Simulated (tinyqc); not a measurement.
## Capacitance measurement on a leaky thin oxide: effects of series resistance and leakage: effect of the gate leakage current density, not matched to the thickness

The device is a capacitance C in parallel with a leakage conductance G, in series with Rs and Ls. An impedance meter reports either a parallel pair (Cp, Gp) from Y = 1/Z = Gp + i w Cp or a series pair (Cs, Rm) from Z = Rm + 1/(i w Cs); w = 2 pi f, dissipation D = Gp/(w |Cp|).

EOT = 3.9 tox/eox; CET = EOT + zc + zp; C = 3.9 eps0 A/CET; G = Jg A/Vs. Z = Rs + i w Ls + 1/(G + i w C); CET read from Cp = 3.9 eps0 A/Cp; errors under 0.001 % are printed as 0.

Inputs (values chosen for the exercise); values of the order met in thin-oxide MOS capacitors: relative permittivity of the gate insulator (close to hafnium oxide) eox = 21.7; insulator thickness tox = 8.1 nm; gate area A = 10000 um^2; oxide-equivalent thickness added by the accumulation layer zc = 0.54 nm; oxide-equivalent thickness added by gate depletion zp = 0 nm; voltage for an e-fold rise of the leakage Vs = 0.31 V; series resistance Rs = 31 ohm; series inductance Ls = 0 nH; measuring frequency f = 1e6 Hz.

Constants: eps0 = 8.8541878128e-14 F/cm where lengths are in cm. Results are converted to the units shown.

The same in every row: C (pF) = 173.02.

Results:

| Jg (A/cm^2) | Cp (pF) | Cs (pF) | D | error of Cp (%) | error of Cs (%) | CET read from Cp (nm) |
|---|---|---|---|---|---|---|
| 1e-5 | 172.83 | 173.02 | 0.033704 | -0.113 | 0 | 1.9980 |
| 0.0001 | 172.83 | 173.02 | 0.033731 | -0.114 | 0 | 1.9980 |
| 0.001 | 172.82 | 173.02 | 0.033998 | -0.115 | 0 | 1.9981 |
| 0.02 | 172.76 | 173.03 | 0.039637 | -0.153 | 3.52e-3 | 1.9988 |
| 2 | 166.12 | 233.96 | 0.63902 | -3.99 | 35.2 | 2.0787 |
| 30 | 102.31 | 13884 | 11.606 | -40.9 | 7920 | 3.3751 |
| 300 | 10.813 | 1.3712e6 | 356.10 | -93.8 | 7.92e5 | 31.934 |

Estimate the missing row, Jg = 0.2 A/cm^2.

Computed row:

| Jg (A/cm^2) | Cp (pF) | Cs (pF) | D | error of Cp (%) | error of Cs (%) | CET read from Cp (nm) |
|---|---|---|---|---|---|---|
| 0.2 | 172.14 | 173.63 | 0.093165 | -0.511 | 0.352 | 2.0060 |

With this row back in the table: As Jg goes from 1e-5 to 300, the error of Cp goes from -0.113 to -93.8 %, that of Cs from 0 to 7.92e5 %, and D rises from 0.0337 to 356. The CET read from Cp goes from 2.00 to 31.9 nm against the true 2.00 nm. For Jg = 30, 300 D exceeds 1, where the accuracy of real meters degrades in proportion to sqrt(1 + D^2).

Program tinyqc, `OMP_NUM_THREADS=1 python tinyqc.py 2022051 2022052 out.jsonl`; Intel Xeon 2.30GHz, shared host, one thread, about 0.01 s.
